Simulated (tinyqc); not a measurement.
# Threshold of a short bulk MOSFET: charge sharing, barrier lowering, narrow width: what changes with what

n-channel device on a p-type body, depletion approximation, full ionisation. Uniform doping N = Na. Vbi from Boltzmann statistics is rough for the degenerate source. Cox = eps0 eox/tox.

Inputs (values chosen for the exercise); band and dielectric values close to those of silicon:
- T = 300 K (temperature)
- Eg = 1.12 eV (band gap)
- eps_r = 11.5 (relative permittivity)
- Nc = 2.84e19 cm^-3 (conduction-band density of states at T)
- Nv = 2.65e19 cm^-3 (valence-band density of states at T)
- eox = 8.96 (relative permittivity of the gate insulator (close to aluminium oxide))
- tox = 3.7 nm (insulator thickness)
- Na = 4.4e17 cm^-3 (channel doping)
- Nsd = 1e20 cm^-3 (source and drain doping)
- Vfb = -0.72 V (flat-band voltage for the doping Na)
- xj = 42 nm (junction depth)
- Vbs = -1 V (body-source voltage)
- Vds = 0.05 V (drain-source voltage)
- W = 300 nm (gate width)
- xw = 1.5708 (shape factor of the fringing depletion at the width edges)
- L = 160 nm (channel length)

Constants: q = 1.602176634e-19 C, kB = 1.380649e-23 J/K, Vt = kB T/q, eps0 = 8.8541878128e-14 F/cm where lengths are in cm. Results are converted to the units shown.

Each table varies one quantity; the others keep the values above.

## Threshold roll-off against channel length

ni = sqrt(Nc Nv) exp(-Eg/(2 Vt)), Eg in volts; 2 pB = 2 Vt ln(N/ni); flat band Vfb - Vt ln(N/Na); Wd = sqrt(2 eps0 eps_r (2 pB - Vbs)/(q N)); body term q N Wd/Cox; long-channel VT0 = flat band + 2 pB + body term; Vbi = Vt ln(N Nsd/ni^2); scale length l = sqrt((eps_r/eox) tox Wd). Charge sharing (trapezoid; it ignores Vds): F = (xj/L)(sqrt(1 + 2 Wd/xj) - 1), lowering = body term times F. Barrier lowering: th = exp(-L/(2 l)) + 2 exp(-L/l), lowering = th [2 (Vbi - 2 pB) + Vds], DIBL = th. Narrow width: rise = body term times xw Wd/W. VT by each model = VT0 - lowering + rise. DIBL under 0.001 mV/V is printed as 0.

The same in every row: N (cm^-3) = 4.4000e17; VT0 (V) = 0.43031.

Results:
```
L (nm),L/l,F,DIBL (mV/V),"VT, charge sharing (V)","VT, barrier lowering (V)"
60,3.1962,0.79048,284.12,0.33224,0.43119
120,6.3923,0.39524,44.268,0.42867,0.51047
180,9.5885,0.26349,8.4144,0.46082,0.52233
260,13.850,0.18242,0.98483,0.48060,0.52478
370,19.710,0.12819,0.052499,0.49383,0.52509
540,28.765,0.087831,0,0.50368,0.52511
780,41.550,0.060806,0,0.51027,0.52511
1100,58.596,0.043117,0,0.51459,0.52511
```

Estimate the missing row, L = 86 nm.

Computed row:
```
L (nm),L/l,F,DIBL (mV/V),"VT, charge sharing (V)","VT, barrier lowering (V)"
86,4.5812,0.55150,121.69,0.39055,0.48488
```

With this row back in the table: VT by barrier lowering rises from 0.431 to 0.525 V and VT by charge sharing rises from 0.332 to 0.515 V. DIBL is under 100 mV/V from L = 120 nm on among the rows (th = 0.1 at L/l = 4.92). For L = 60, 86 F exceeds 0.5: the shares of source and drain overlap, and the trapezoid formula no longer holds. For L = 60 DIBL exceeds 250 mV/V, where the barrier formula is rough.

## Effect of the body-source voltage

Same model as above.

The same in every row: N (cm^-3) = 4.400e17.

Effect of the body-source voltage:
```
Vbs (V),VT0 (V),L/l,F,DIBL (mV/V),"VT, charge sharing (V)","VT, barrier lowering (V)"
0,0.3546,10.26,0.2241,5.974,0.3619,0.3976
-0.3,0.3804,9.556,0.2500,8.554,0.3919,0.4376
-0.6,0.4032,9.040,0.2717,11.13,0.4192,0.4744
-0.9,0.4238,8.639,0.2906,13.66,0.4446,0.5091
-1.2,0.4428,8.313,0.3075,16.15,0.4687,0.5422
-1.5,0.4604,8.041,0.3227,18.59,0.4916,0.5740
-1.8,0.4770,7.808,0.3367,20.97,0.5137,0.6047
-2.1,0.4927,7.606,0.3496,23.30,0.5351,0.6345
```

What does the comparison show?

As Vbs goes from 0 to -2.1, VT0 rises from 0.355 to 0.493 V, DIBL rises from 5.97 to 23.3 mV/V, F rises from 0.224 to 0.350 and VT by barrier lowering rises from 0.398 to 0.635 V. The apparent body effect -dVT/dVbs between the first two rows is 0.133 by barrier lowering and 0.0999 by charge sharing, against 0.0862 for a long device.

Computed by the program tinyqc: `OMP_NUM_THREADS=1 python tinyqc.py 2002064 2002065 out.jsonl`, one thread of a shared Intel Xeon 2.30GHz, about 0.01 s for the whole run.
